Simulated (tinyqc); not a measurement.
Decay of LO phonons and the hot-phonon bottleneck in the cooling of electrons: one step, computed by the program tinyqc. Command: `OMP_NUM_THREADS=1 python tinyqc.py 3008170 3008171 out.jsonl hotphonon walk`. One thread of a shared host (Intel(R) Xeon(R) Processor @ 2.30GHz), about 0.01 s of CPU time with the checks.

n(E, T) = 1/(exp(E/(k_B T)) - 1) is the Bose occupation. Electrons have a temperature T_e; the LO modes within their reach share one occupation N; the decay products stay at the lattice temperature.

Question. Lifetime and Raman width. Decay rate 1/tau = (1/tau_0) [1 + n(f hbar omega) + n((1 - f) hbar omega)]. Full width Gamma = 1/(2 pi c tau) in 1/cm, c in cm/s.

Inputs (values chosen for the exercise, modelled on gallium arsenide):

| quantity | value | unit |
|---|---|---|
| LO energy hbar omega | 36.5 | meV |
| lifetime at T = 0, tau_0 | 12 | ps |
| share f of the energy in the softer product | 0.46 | - |
| lattice temperature T | 150 | K |

Decay channel: two unequal phonons (Ridley).

Constants: k_B = 8.617333262e-05 eV/K; c = 299792458 m/s.

Give: thermal factor tau_0/tau; phonon lifetime tau; Raman width Gamma; equilibrium LO occupation N_0.

Answer.

thermal factor tau_0/tau = 1.653

phonon lifetime tau = 7.258 ps

Raman width Gamma = 0.7315 1/cm

equilibrium LO occupation N_0 = 0.06313

Stimulated decay shortens the lifetime by 40 %.
